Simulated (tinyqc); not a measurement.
## Trap density from the barrier height

Problem. In a partly depleted grain with all boundary traps filled, 2 N W = Qt and VB = q N W^2/(2 eps0 eps_r). Find Qt, W and the doping at which VB would equal Vt.

Inputs (values chosen for the exercise): temperature T = 400 K; relative permittivity eps_r = 11.7.

Constants: q = 1.602176634e-19 C, kB = 1.380649e-23 J/K, Vt = kB T/q, eps0 = 8.8541878128e-14 F/cm where lengths are in cm. Results are converted to the units shown.

doping = 4.9e17 cm^-3
barrier height = 0.12783058 V

Answer. Eliminating W gives VB = q Qt^2/(8 eps0 eps_r N), which falls as 1/N.

Qt = 1.80e12 cm^-2
W = 18.4 nm
doping for VB = Vt = 1.82e18 cm^-3

Program tinyqc, `OMP_NUM_THREADS=1 python tinyqc.py 2830288 2830289 out.jsonl`; Intel Xeon 2.30GHz, shared host, one thread, about 0.01 s.
